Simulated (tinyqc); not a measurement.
Trap-assisted generation and recombination current of an abrupt junction. Changing the trap level E_t - E_i. Computed by tinyqc, a small Python program. Command: `OMP_NUM_THREADS=1 python tinyqc.py 3013624 3013625 out.jsonl junctionleak sweep`. One thread of a shared host (Intel(R) Xeon(R) Processor @ 2.30GHz), about 0.02 s of CPU time with the checks.

Depletion approximation, flat quasi-Fermi levels across the depleted layer, long neutral regions with minority lifetimes tau_n and tau_p, full ionisation and Boltzmann statistics. Voltages in exponents stand for e V.

Inputs (values chosen for the exercise, with bands and screening modelled on germanium): gap E_g = 0.678 eV; electron mass m_e = 0.227 m_0; valleys M_c = 4; hole mass m_h = 0.349 m_0; dielectric constant eps = 16.1; acceptor density N_A = 1.3e+15 cm^-3; donor density N_D = 3.5e+17 cm^-3; capture time tau_n = 1e-08 s; capture time tau_p = 1.1e-08 s; electron diffusion coefficient D_n = 54 cm^2/s; hole diffusion coefficient D_p = 6.2 cm^2/s; forward bias V = 0.23 V; reverse bias V_r = 7.8 V; temperature T = 250 K; tunnelling mass m_t = 0.19 m_0.

Field enhancement: Hurkx tunnelling factor.

Constants: k_B = 8.617333262e-05 eV/K; m_0 = 9.1093837015e-31 kg; k_B = 1.380649e-23 J/K; h = 6.62607015e-34 J s; e = 1.602176634e-19 C; eps_0 = 8.8541878128e-12 F/m; hbar = 1.054571817e-34 J s.

Method:
- N_c = 2 M_c (2 pi m_e k_B T/h^2)^(3/2) and N_v = 2 (2 pi m_h k_B T/h^2)^(3/2), masses in units of m_0.
- n_i = sqrt(N_c N_v) exp(-E_g/2 k_B T); V_bi = (k_B T/e) ln(N_A N_D/n_i^2); diffusion saturation current J_d0 = e n_i^2 [sqrt(D_n/tau_n)/N_A + sqrt(D_p/tau_p)/N_D].
- W = sqrt(2 eps eps_0 (V_bi - V)(1/N_A + 1/N_D)/e), x_p = W N_D/(N_A + N_D), x_n = W - x_p, peak field F_m = 2 (V_bi - V)/W; reverse bias means V = -V_r.
- Both capture times are divided by 1 + Gamma, Gamma = 2 sqrt(3 pi) (F/F_G) exp((F/F_G)^2), F_G = sqrt(24 m_t (k_B T)^3)/(e hbar) (the low-field Hurkx form), F being the local field, linear in x from 0 at the edges to F_m.
- Potential from the p edge: phi = (V_bi - V) x^2/(x_p W) on the p side and (V_bi - V)[1 - (W - x)^2/(x_n W)] on the n side; p = N_A exp(-phi/k_B T), n = n_i^2 exp(V/k_B T)/p; U = (n p - n_i^2)/[tau_p (n + n_i exp(dE/k_B T)) + tau_n (p + n_i exp(-dE/k_B T))], dE = E_t - E_i, n1 = n_i exp(dE/k_B T), p1 = n_i exp(-dE/k_B T); J_t = e int U dx by the trapezoid rule on 400 intervals on each side.
- Generation lifetime tau_g = tau_p exp(dE/k_B T) + tau_n exp(-dE/k_B T); textbook estimate e n_i W/tau_g; generation current J_g = -J_t; total = J_g + J_d0 (1 - exp(-V_r/k_B T)).
- Total J = J_t + J_d0 (exp(V/k_B T) - 1); ideality n = (e/k_B T) dV/d ln J, central difference of 1 mV.

One run for each value; columns: (1) trap level E_t - E_i (eV); (2) generation current (A/cm^2); (3) recombination current in the layer (A/cm^2); (4) ideality factor; (5) tau_g (s):
```
(1)            (2)         (3)     (4)         (5)
-0.300  6.5593e-09  2.9768e-05  1.0000  1.1162e-02
-0.220  2.6702e-07  9.9952e-04  1.0003  2.7227e-04
-0.150  6.6989e-06  1.2265e-02  1.0087  1.0565e-05
-0.075  2.0674e-04  2.7947e-02  1.0382  3.2538e-07
0.000   3.1059e-03  2.9207e-02  1.0418  2.1000e-08
0.075   1.8820e-04  2.7820e-02  1.0378  3.5785e-07
0.150   6.0983e-06  1.1638e-02  1.0080  1.1621e-05
0.230   1.5285e-07  6.0044e-04  1.0001  4.7642e-04
0.300   5.9634e-09  2.7108e-05  1.0000  1.2278e-02
```

Over the rows, generation current (A/cm^2) goes from 6.56e-9 through a maximum among these rows, 0.00311 at 0, to 5.96e-9; recombination current in the layer (A/cm^2) goes from 2.98e-5 through a maximum among these rows, 0.0292 at 0, to 2.71e-5; ideality factor goes from 1.000 through a maximum among these rows, 1.04 at 0, to 1.000. Generation is largest where the two terms of tau_g are equal, at dE = (k_B T/2) ln(tau_n/tau_p) = -0.001 eV, apart from edge effects.

Extremes, crossings and ranges named in words are read from the listed rows.
